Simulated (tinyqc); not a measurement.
# p-n diode, drift-diffusion by the Gummel loop with Scharfetter-Gummel fluxes: effect of the SRH lifetime of holes at fixed bias

Abrupt junction at x = 0, p side from -Lp, n side to Ln, ohmic contacts. psi is counted from the intrinsic level; n = ni exp((psi - phin)/Vt), p = ni exp((phip - psi)/Vt). Contacts: p side psi = V - Vt ln(Na/ni), p = Na, n = ni^2/Na; n side psi = Vt ln(Nd/ni), n = Nd, p = ni^2/Nd. Constant mobilities, D = mu Vt, Boltzmann statistics, SRH recombination through a mid-gap level, U = (n p - ni^2)/(tp (n + ni) + tn (p + ni)). Current is positive from the p contact to the n contact.

ni = sqrt(Nc Nv) exp(-Eg/(2 Vt)), Eg in volts. Poisson and both continuity equations are solved self-consistently with Scharfetter-Gummel fluxes on a graded mesh of 500 nodes. J_scr is q times the integral of U between -xp and xn. Ideal diffusion current J_id = q ni^2 [Dn coth(wp/Le)/(Le Na) + Dp coth(wn/Lh)/(Lh Nd)] (exp(V/Vt) - 1), Le = sqrt(Dn tn), Lh = sqrt(Dp tp), wp = Lp - xp, wn = Ln - xn, with xp and xn from the depletion approximation (W = sqrt(2 eps0 eps_r (Vbi - V)(1/Na + 1/Nd)/q), xp = W Nd/(Na + Nd), xn = W Na/(Na + Nd), Vbi = Vt ln(Na Nd/ni^2)). Ideality factor = 0.004 V/(Vt ln[J(V + 0.004 V)/J(V)]).

Inputs (values chosen for the exercise); band and dielectric values close to those of gallium arsenide: temperature T = 300 K; band gap Eg = 1.45 eV; relative permittivity eps_r = 13.2; conduction-band density of states at T Nc = 4.47e17 cm^-3; valence-band density of states at T Nv = 8.94e18 cm^-3; acceptor density of the p side Na = 7.9e16 cm^-3; donor density of the n side Nd = 5.7e15 cm^-3; electron mobility mun = 5500 cm^2/(V s); hole mobility mup = 340 cm^2/(V s); SRH lifetime of electrons tn = 2e-9 s; length of the p side Lp = 2.5 um; length of the n side Ln = 1.6 um; uniform generation rate G = 0 cm^-3 s^-1; bias of the p contact V = 0.7 V.

Constants: q = 1.602176634e-19 C, kB = 1.380649e-23 J/K, Vt = kB T/q, eps0 = 8.8541878128e-14 F/cm where lengths are in cm. Results are converted to the units shown.

Effect of the SRH lifetime of holes at fixed bias:

| tp (s) | J (A/cm^2) | ideality factor | J_scr/J (%) | J_id (A/cm^2) | share recombining at the contacts (%) | larger minority/doping at -xp and xn |
|---|---|---|---|---|---|---|
| 1e-11 | 0.00320 | 1.82 | 99.6 | 2.77e-5 | 0.0353 | 1.64e-8 |
| 1e-10 | 9.58e-4 | 1.82 | 99.1 | 9.63e-6 | 0.140 | 3.85e-8 |
| 1e-9 | 2.78e-4 | 1.84 | 98.5 | 4.30e-6 | 0.927 | 4.54e-8 |
| 1e-8 | 8.35e-5 | 1.82 | 96.0 | 3.36e-6 | 3.63 | 4.65e-8 |
| 1e-7 | 2.69e-5 | 1.71 | 88.0 | 3.25e-6 | 11.5 | 4.67e-8 |
| 1e-6 | 1.03e-5 | 1.48 | 68.7 | 3.24e-6 | 30.1 | 4.67e-8 |
| 1e-5 | 5.33e-6 | 1.23 | 39.7 | 3.24e-6 | 57.9 | 4.67e-8 |

What does the comparison show?

As tp rises from 1e-11 to 1e-5, J falls from 0.00320 to 5.33e-6 A/cm^2, the share of the depleted layer falls from 99.6 to 39.7 % and the share lost at the contacts rises from 0.0353 to 57.9 %. The exponent d ln J/d ln tp is -0.52 between the first two rows and -0.28 between the last two. J less J_scr is 0.89 % below J_id in the last row.

tinyqc, about 0.2 s, one thread, Intel Xeon 2.30GHz (shared host): `OMP_NUM_THREADS=1 python tinyqc.py 2240082 2240083 out.jsonl`
